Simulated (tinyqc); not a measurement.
From results back to parameters: alloy A(1-x)B(x) by interpolation with bowing. Four cases, with inputs chosen for the exercise.

Problem. An unstrained alloy A(1-x)B(x) follows Vegard, a(x) = (1 - x) a_A + x a_B, and E(x) = (1 - x) E_A + x E_B - C x (1 - x) at Gamma. Its lattice constant and gap are given.

Find: x; linear part of the gap; C.

Method. x = (a - a_A)/(a_B - a_A); the bowing is the shortfall against the linear part divided by x (1 - x).

Case 1.

Values chosen (out of a larger set: A near Ge, B near Si; not measured data): a = (5.665, 5.436) angstrom (lattice constant of A, B); Eg = (0.888, 4.234) eV (gap at Gamma to the s-like level of A, B).

a(x) = 5.584850 angstrom
gap at Gamma = 2.013373 eV

Solution.

x = 0.350
linear part of the gap = 2.0591 eV
C = 0.201 eV

Case 2.

Values chosen (out of a larger set: A near Ge, B near Si; not measured data): a = (5.662, 5.432) angstrom (lattice constant of A, B); Eg = (0.903, 4.215) eV (gap at Gamma to the s-like level of A, B).

a(x) = 5.487200 angstrom
gap at Gamma = 3.373790 eV

Solution.

x = 0.760
linear part of the gap = 3.4201 eV
C = 0.254 eV

Case 3.

Values chosen (out of a larger set: A near Ge, B near Si; not measured data): a = (5.666, 5.434) angstrom (lattice constant of A, B); Eg = (0.91, 4.194) eV (gap at Gamma to the s-like level of A, B).

a(x) = 5.610320 angstrom
gap at Gamma = 1.663504 eV

Solution.

x = 0.240
linear part of the gap = 1.6982 eV
C = 0.190 eV

Case 4.

Values chosen (out of a larger set: A near GaAs, B near GaP; not measured data): a = (5.655, 5.444) angstrom (lattice constant of A, B); Eg = (1.527, 2.91) eV (gap at Gamma to the s-like level of A, B).

a(x) = 5.545280 angstrom
gap at Gamma = 2.194992 eV

Solution.

x = 0.520
linear part of the gap = 2.2462 eV
C = 0.205 eV

Computed by tinyqc, one run a case: `OMP_NUM_THREADS=1 python tinyqc.py N N+1 out.jsonl` with N = 1080029, 1080039, 1080053, 1080057; one thread of a shared Intel(R) Xeon(R) Processor @ 2.30GHz, about 0.01 s a run at most.
